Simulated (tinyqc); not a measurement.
What each parameter does: buckled dimers of a reconstructed (001) surface, two dangling bonds a dimer.

In a dimer one atom moves up by z and the other down by z; the dangling bond of the up atom (more s-like) falls by gm z and that of the down atom rises by gm z. With all dimers tilted alike: H(k) = [[-gm z - 2 ta cos k, -tp - 2 tx cos k], [., gm z - 2 ta cos k]], k along the row in 1/a. Two electrons a dimer fill the lowest N of the 2N levels on the mesh k_j = (j + 1/2) pi/N. Total energy a dimer: W(z) = (2/N) sum of the filled levels + kf z^2. Repulsion between electrons is left out.

Parameters, chosen for this exercise (of the size met on Ge(001); not measured data):
```
symbol  value  unit           meaning
tp      0.32   eV             pi coupling inside a dimer
ta      0.1    eV             coupling between like atoms along the row
tx      0.06   eV             diagonal coupling along the row
gm      1.83   eV/angstrom    shift of a dangling bond with height
kf      4.8    eV/angstrom^2  force constant of buckling
N       12                    k points
```

z minimises W on 0 to 1 angstrom; gain over flat dimers; gap on 201 points from 0 to pi.

Results for these values:
```
case  z (angstrom)  gain (eV)  gap (eV)
base        0.3376     0.2126    1.0078
```

What happens to each result for kf = 4.32 eV/angstrom^2, all else kept?

Answer: z rises from 0.3376 to 0.3845; gain rises from 0.2126 to 0.2750; gap rises from 1.0078 to 1.1613.

The same for each parameter in turn:
```
case                     z (angstrom)  gain (eV)  gap (eV)
base                           0.3376     0.2126    1.0078
tp = 0.272 eV                  0.3494     0.2685    1.0072
ta = 0.13 eV                   0.3376     0.2126    0.8878
tx = 0.09 eV                   0.3360     0.2228    1.0232
gm = 1.976 eV/angstrom         0.3772     0.3068    1.2371
kf = 4.32 eV/angstrom^2        0.3845     0.2750    1.1613
```

Computed by tinyqc, a small Python program: `OMP_NUM_THREADS=1 python tinyqc.py 1481476 1481477 out.jsonl` (the numbers bound the seed that draws the inputs); one thread of a shared host (Intel(R) Xeon(R) Processor @ 2.30GHz), about 0.05 s for the whole set of steps.
